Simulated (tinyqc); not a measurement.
# Gated graphene, quantum capacitance: effect of the gate voltage

phi is the Fermi level above the Dirac point, in volts; Vg is counted from the gate voltage of charge neutrality. Ideal linear bands, no charge puddles.

N0 = (2/pi)(kB T/(hbar vF))^2; n = N0 F1(phi/Vt), p = N0 F1(-phi/Vt), F1(e) = int_0^infinity u du/(1 + exp(u - e)) = -Li2(-exp(e)); Cq = q d(n - p)/dphi = (q N0/Vt) ln[2 (1 + cosh(phi/Vt))]. Cox = eps0 eox/tox; Vg = phi + q (n - p + Dit phi)/Cox. 1/C_G = 1/Cox + 1/(Cq + q Dit); dphi/dVg = Cox/(Cox + Cq + q Dit).

Parameters, values chosen for the exercise; values close to those of graphene: temperature T = 300 K; relative permittivity of the gate insulator (close to hafnium oxide) eox = 21.6; insulator thickness tox = 5.4 nm; Fermi velocity vF = 9.96e5 m/s; density of traps Dit = 0 cm^-2 eV^-1.

Constants: q = 1.602176634e-19 C, kB = 1.380649e-23 J/K, hbar = 1.054571817e-34 J s, Vt = kB T/q, eps0 = 8.8541878128e-14 F/cm where lengths are in cm. Results are converted to the units shown.

The same in every row: Cox (uF/cm^2) = 3.542.

Effect of the gate voltage:
```
Vg (V)   phi (V)  n - p (cm^-2)  Cq (uF/cm^2)  C_G (uF/cm^2)  dphi/dVg  n + p (cm^-2)
-0.3     -0.1818      -2.612e12         4.317          1.945    0.4507       2.612e12
-0.09   -0.06785      -4.897e11         1.696          1.147    0.6762       5.038e11
0.12     0.08736       7.214e11         2.114          1.324    0.6262       7.281e11
0.33      0.1951       2.982e12         4.631          2.007    0.4334       2.982e12
0.54      0.2765       5.825e12         6.562          2.300    0.3505       5.825e12
0.76      0.3477       9.115e12         8.251          2.478    0.3003       9.115e12
0.97      0.4072       1.244e13         9.663          2.592    0.2682       1.244e13
1.18      0.4609       1.590e13         10.94          2.675    0.2446       1.590e13
1.39      0.5103       1.945e13         12.11          2.740    0.2263       1.945e13
1.6       0.5562       2.307e13         13.20          2.792    0.2116       2.307e13
```

Read the table: what changes, and by how much?

As Vg goes from -0.3 to 1.6, Cq goes from 4.32 through a minimum of 1.70 (at Vg = -0.09 among the rows listed) to 13.2 uF/cm^2, C_G/Cox goes from 0.549 through a minimum of 0.324 (at Vg = -0.09 among the rows listed) to 0.788 and n - p rises from -2.61e12 to 2.31e13 cm^-2. Cq is below Cox for Vg = -0.09, 0.12; there the density of states limits the response dn/dVg more than the insulator does. At neutrality Cq is (q N0/Vt) ln 4 = 0.851 uF/cm^2, and far from it Cq grows as |phi|.

Program tinyqc, `OMP_NUM_THREADS=1 python tinyqc.py 2200125 2200126 out.jsonl`; Intel Xeon 2.30GHz, shared host, one thread, about 0.01 s.
